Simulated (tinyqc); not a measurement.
# AlGaN/GaN HEMT with access regions, lumped model: effects of single changes

A polarisation-induced electron sheet under a Schottky gate, in series with two ungated access regions and contacts. Drift law v = mu E/(1 + mu E/vs) under the gate. Currents in mA/mm, resistances in ohm mm. No self-heating, no channel-length modulation; fits for polarisation, barrier and offset are chosen for the exercise.

Parameters, values chosen for the exercise; values close to those of AlGaN/GaN structures:
- x = 0.31 (aluminium share of the barrier)
- d = 15 nm (barrier thickness)
- eps_r = 9.3 (relative permittivity of barrier and channel)
- mu = 1200 cm^2/(V s) (channel mobility)
- vs = 1.6e7 cm/s (saturation velocity)
- Lg = 1 um (gate length)
- Ls = 0.5 um (source access length)
- Ld = 4 um (drain access length)
- Rc = 0.34 ohm mm (resistance of each contact)
- ft = 0 (share of the drain-access electrons removed by traps)
- Vg = 0.5 V (gate voltage)
- Ec = 3.2 MV/cm (critical field)
- te = 0.31 um (depth over which the depleted charge spreads)
- ei = 3.9 (relative permittivity of that insulator)

Constants: q = 1.602176634e-19 C, eps0 = 8.8541878128e-14 F/cm where lengths are in cm. Results are converted to the units shown.

Each table varies one quantity; the others keep the values above.

## Effect of the gate length

sigma = (5e13 x + 1.6e13 x^2) cm^-2, phiB = 0.84 + 1.3 x, dEc = 0.7 (1.71 x + x^2) in volts, Cb = eps0 eps_r/d, VT = phiB - dEc - q sigma/Cb, access density n0 = -Cb VT/q. Access resistance R(L, n) = L/(q mu n sqrt(1 - (I/(q n vs))^2)); Rs = Rc + R(Ls, n0), Rd = Rc + R(Ld, (1 - ft) n0). Vg' = Vg - I Rs, Vd' = Vd - I (Rs + Rd); with u = Vg' - VT, Vc = vs Lg/mu and w the smaller of Vd' and Vc [sqrt(1 + 2 u/Vc) - 1] (0 if negative), the channel gives (mu Cb/Lg)(u w - w^2/2)/(1 + w/Vc). I equals that channel current. Isat is I at Vd = 10 V, gm = dIsat/dVg, Ron the limit of Vd/I at small Vd.

The same in every row: VT (V) = -4.168; n0 (cm^-2) = 1.428e13.

Result of one run:
```
Lg (um),Ron (ohm mm),Isat (mA/mm),gm (mS/mm)
0.05,2.335,2369,496.0
```

What becomes of these results when the gate length Lg is changed from 0.05 to 0.93 um, all else the same?

Result of the changed run:
```
Lg (um),Ron (ohm mm),Isat (mA/mm),gm (mS/mm)
0.93,2.621,1539,416.7
```

The whole series:
```
Lg (um),Ron (ohm mm),Isat (mA/mm),gm (mS/mm)
0.05,2.335,2369,496.0
0.09,2.348,2269,492.9
0.16,2.371,2142,485.9
0.29,2.413,1976,472.2
0.52,2.488,1775,450.0
0.93,2.621,1539,416.7
1.7,2.872,1264,369.1
3,3.295,994.4,312.9
```

As Lg goes from 0.05 to 3 um, Ron rises from 2.34 to 3.29 ohm mm, Isat falls from 2370 to 994 mA/mm and gm falls from 496 to 313 mS/mm. The ceiling Cb vs is 878 mS/mm. In every row the power passes 5 W/mm, where self-heating, left out here, lowers the current.

## Output curve without and with trapping

Same model as above.

The two columns take ft = 0 and ft = 0.3; collapse = 1 - (second)/(first).

Output curve without and with trapping:
```
Vd (V),"I, ft = 0 (mA/mm)","I, ft = 0.3 (mA/mm)",collapse (%)
0.25,94.08,76.23,18.98
0.5,187.1,151.8,18.85
1,369.2,300.5,18.61
2,712.2,583.6,18.05
3,1016,841.1,17.25
4,1268,1067,15.86
6,1507,1405,6.76
8,1507,1507,0.00
12,1507,1507,0.00
```

What does the table show?

Without trapping the current rises from 94.1 to 1510 mA/mm and first comes within 2 % of its last value at Vd = 6 V among the rows; with trapping that knee lies at 8 V. The collapse is 19 % in the first row, at most 19 % and 0 % in the last: once the gated channel saturates, the drain access only takes spare voltage. For Vd = 4 to 12 V the power passes 5 W/mm, where self-heating, left out here, lowers the current.

## Field plate: effect of the insulator under the field plate

Off state: a depleted stretch that holds the voltage V has the peak field sqrt(k V), k = 2 q n0/(eps0 eps_r te), so one edge holds V1 = Ec^2/k. The sheet under the plate pinches off at Vf = q n0 (1/Cb + tf/(eps0 ei)); beyond it the gate edge is screened. BV = V1 if Vf >= V1, else Vf + V1, and at most Ec Ld.

The same in every row: V1 (V) = 57.12; Ec Ld (V) = 1280.

Result of one run:
```
tf (nm),Vf (V),BV (V)
58,42.60,99.72
```

What becomes of these results when the insulator under the field plate tf is changed from 58 to 18 nm, all else the same?

Result of the changed run:
```
tf (nm),Vf (V),BV (V)
18,16.09,73.22
```

The whole series:
```
tf (nm),Vf (V),BV (V)
8,9.469,66.59
12,12.12,69.24
18,16.09,73.22
26,21.40,78.52
39,30.01,87.13
58,42.60,99.72
86,61.15,57.12
130,90.30,57.12
```

BV goes from 66.6 through a maximum of 99.7 (at tf = 58 nm among the rows listed) to 57.1 V. The plate helps (Vf < V1) in 6 of the 8 rows, and the access length caps BV in 0. The best thickness makes Vf just under V1, tf = 79.9 nm, where both edges reach Ec together and BV nears 2 V1.

tinyqc, about 0.01 s, one thread, Intel Xeon 2.30GHz (shared host): `OMP_NUM_THREADS=1 python tinyqc.py 2570116 2570117 out.jsonl`
